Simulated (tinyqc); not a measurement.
What each parameter does: Wannier functions of a composite (isolated) pair of valence bands (bonds of an sp chain).

Each atom has a hybrid pointing left (<) and right (>). H(k): diagonal +V3 on A, -V3 on B; <A<|A>> = -V1a, <B<|B>> = -V1b, <A>|B<> = -V2, <B>|A<> = -V2p exp(ik); k in 1/a, Bloch sums with exp(ikR). The two lowest bands are filled. Trial functions in cell 0: g1 = cos(c) A> + sin(c) B<, and g2 = sin(c) B> + cos(c) A< of cell 1, whose Bloch vector has cos(c) exp(-ik) on A<. Projection A_mn = <psi_m|g_n>, S = A^+ A, Loewdin U = A S^(-1/2), Bloch-like states w_n = sum_m psi_m U_mn, H_W(k) = U^+ diag(E) U. P = sum_m |psi_m><psi_m| is free of phase choices, and S = g^+ P g, w = P g S^(-1/2).

Values chosen for the exercise: V2 = 2.84 eV (coupling in the bond A-B inside the cell); V2p = 4.63 eV (coupling in the bond to the next cell); V1a = 1.02 eV (coupling of the two hybrids on A); V1b = 1.77 eV (the same on B); V3 = 1.05 eV (A at +V3, B at -V3); c = 45 degrees (trial bonds cos(c) on A, sin(c) on B); xb = 0.45 a (position of B (A at 0)).

N = 12: centres, total spread (point-like hybrids at R and R + xb) and H_12(0).

One parameter was then changed.

Results before and after:

| case | centre 1 (a) | centre 2 (a) | total spread (a^2) | H_12(0) (eV) |
|---|---|---|---|---|
| base | 0.3046 | 0.6661 | 0.1267 | -1.1148 |
| changed | 0.2956 | 0.6653 | 0.1269 | -1.1025 |

Which of these changes was made? (a) V2 = 3.24 eV; (b) V2p = 5.03 eV; (c) xb = 0.5 a; (d) V1a = 1.22 eV; (e) V1b = 1.97 eV; (f) V3 = 1.45 eV.

Answer: (a) V2 = 3.24 eV. Of the candidates, run in turn, only this one gives the changed row.

All candidates:

| case | centre 1 (a) | centre 2 (a) | total spread (a^2) | H_12(0) (eV) |
|---|---|---|---|---|
| base | 0.3046 | 0.6661 | 0.1267 | -1.1148 |
| V2 = 3.24 eV | 0.2956 | 0.6653 | 0.1269 | -1.1025 |
| V2p = 5.03 eV | 0.3046 | 0.6705 | 0.1262 | -1.1069 |
| V1a = 1.22 eV | 0.3037 | 0.6676 | 0.1283 | -1.1104 |
| V1b = 1.97 eV | 0.3056 | 0.6657 | 0.1286 | -1.2392 |
| V3 = 1.45 eV | 0.3281 | 0.6463 | 0.1188 | -1.1958 |
| xb = 0.5 a | 0.3376 | 0.6960 | 0.1246 | -1.1148 |

Run: tinyqc, `OMP_NUM_THREADS=1 python tinyqc.py 1452593 1452594 out.jsonl`; Intel(R) Xeon(R) Processor @ 2.30GHz, one thread, shared host; about 0.2 s of CPU time with all checks.
